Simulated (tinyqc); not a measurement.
One-dimensional ballistic tunnel FET, two-band WKB: two steps of the calculation.

A p-type source for x < 0 with its Fermi level at 0 and its valence edge at ds; in the channel the bands fall as D exp(-x/lam) towards their flat values, with the conduction edge at Ec = ds - dP and D = dP + Eg. The gate moves dP one to one. The drain Fermi level lies at -Vd and the drain side reflects nothing. For w = E - Ec between 0 and dP an electron crosses the gap. Two-band dispersion with equal masses m: inside the gap kappa = sqrt(m u (1 - u/Eg)/C), u the distance from a band edge, C = hbar^2/(2 m0).

Inputs (values chosen for the exercise); band and dielectric values close to those of In0.53Ga0.47As: temperature T = 77 K; band gap Eg = 0.747 eV; band-edge mass of the two-band model m = 0.045 m0; screening length of the source junction lam = 3.2 nm; source valence edge above the source Fermi level ds = 0.13 eV; drain bias Vd = 0.1 V; number of degenerate subbands (spin apart) g = 2; tunnelling window Ev(source) - Ec(channel) dP = 0.43 eV; energy above the channel conduction edge w0 = 0.31 eV; cells of the path nc = 10; points of the energy grid nE = 9.

Constants: q = 1.602176634e-19 C, kB = 1.380649e-23 J/K, hbar = 1.054571817e-34 J s, h = 6.62607015e-34 J s, m0 = 9.1093837015e-31 kg, Vt = kB T/q, hbar^2/(2 m0) = 0.0380998212 eV nm^2. Results are converted to the units shown.

Task 1. The path through the gap by the midpoint rule. At w = w0 the path runs from xa = lam ln(D/(w + Eg)) to xb = lam ln(D/w); u(x) = w + Eg - D exp(-x/lam) is the height above the valence edge. Cut it into nc equal cells: S = 2 (cell width) times the sum of kappa at the centres.

Give: xa; xb; x; u; kappa; S.

Result 1.

xa = 0.34411 nm
xb = 4.2693 nm

```
cell  x (nm)   u (eV)  kappa (1/nm)
0     0.5404  0.06288       0.26080
1     0.9329  0.17764       0.39990
2     1.3254  0.27915       0.45442
3     1.7179  0.36894       0.46962
4     2.1104  0.44837       0.46012
5     2.5030  0.51863       0.43275
6     2.8955  0.58078       0.39069
7     3.2880  0.63575       0.33441
8     3.6805  0.68438       0.26031
9     4.0730  0.72739       0.15017
```

S = 2.8365

Task 2. Current on a coarse grid. S(w) = 2 lam int_0^Eg kappa(u) du/(w + Eg - u) = 2 pi lam sqrt(m/(C Eg)) [w + Eg/2 - sqrt(w (w + Eg))], T(w) = exp(-S). I = g (2 q^2/h) int_0^dP T(w) [f(E) - f(E + Vd)] dw, E = ds - dP + w, f(x) = 1/(1 + exp(x/Vt)). Simpson's rule on nE equally spaced points.

Wanted: w; T(w); difference of the f; I.

Result 2.

```
point  w (eV)      T(w)  difference of the f
0      0.0000  7.925e-5            8.127e-14
1      0.0537  0.003861            2.677e-10
2      0.1075   0.01113             8.825e-7
3      0.1613   0.02140             0.002901
4      0.2150   0.03403               0.9056
5      0.2687   0.04841               0.9910
6      0.3225   0.06403              0.03258
7      0.3762   0.08050             1.022e-5
8      0.4300   0.09748             3.099e-9
```

I = 0.7162 uA

tinyqc, about 0.01 s, one thread, Intel Xeon 2.30GHz (shared host): `OMP_NUM_THREADS=1 python tinyqc.py 2620055 2620056 out.jsonl`
